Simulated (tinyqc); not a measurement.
## Charge stability of a double quantum dot, constant-interaction model with a charge sensor: across the interdot transition

Capacitance matrix C = [[C1, -Cm], [-Cm, C2]], C1 = G1 + X1 + Cm + L1, C2 = G2 + X2 + Cm + L2. Gate charges n1 = (G1 V1 + X1 V2)/q, n2 = (X2 V1 + G2 V2)/q. The state (N1, N2) has U = (1/2) d^T E d with d = (N1 - n1, N2 - n2) and E = q^2 C^(-1). Leads at 0 V; no tunnel coupling, spin or level spacing. The sensor reads s1 <N1> + s2 <N2>.

The gate charges are n1 = 0.5000 + x, n2 = 0.5000 - x, a line through the middle of the (1,0)-(0,1) boundary. The detuning is U(0,1) - U(1,0); thermal means over all states within two electrons.

Parameters, values chosen for the exercise:
- G1 = 1.8 aF (gate 1 to dot 1)
- G2 = 1.4 aF (gate 2 to dot 2)
- X1 = 0.32 aF (gate 2 to dot 1)
- X2 = 0.14 aF (gate 1 to dot 2)
- Cm = 0.97 aF (between the dots)
- L1 = 4.9 aF (dot 1 to leads and ground)
- L2 = 5.8 aF (dot 2 to leads and ground)
- s1 = 0.7 (sensor weight of dot 1)
- s2 = 0.32 (sensor weight of dot 2)
- T = 2.8 K (temperature)

Constants: q = 1.602176634e-19 C, kB = 1.380649e-23 J/K, Vt = kB T/q. Results are converted to the units shown.

Across the interdot transition:

| x | detuning (meV) | <N1> | <N2> | sensor |
|---|---|---|---|---|
| -0.041 | -1.441 | 0.002883 | 0.9971 | 0.3211 |
| -0.031 | -1.090 | 0.01152 | 0.9884 | 0.3244 |
| -0.021 | -0.738 | 0.04614 | 0.9538 | 0.3375 |
| -0.01 | -0.351 | 0.1907 | 0.8092 | 0.3924 |
| 0 | 0.000 | 0.5000 | 0.5000 | 0.5100 |
| 0.01 | 0.351 | 0.8093 | 0.1908 | 0.6276 |
| 0.021 | 0.738 | 0.9539 | 0.04625 | 0.6825 |
| 0.031 | 1.090 | 0.9885 | 0.01159 | 0.6956 |
| 0.041 | 1.441 | 0.9971 | 0.002932 | 0.6989 |

What does the table show?

<N1> rises from 0.00288 to 0.997 while <N2> falls from 0.997 to 0.00293; their sum stays within 1.0e-4 of 1. The detuning moves by EC1 + EC2 - 2 ECm = 35.1 meV for each unit of x, and the step is a Fermi function of width kB T = 0.241 meV, which makes it a thermometer once the lever arms are known.

tinyqc, about 0.01 s, one thread, Intel Xeon 2.30GHz (shared host): `OMP_NUM_THREADS=1 python tinyqc.py 2470006 2470007 out.jsonl`
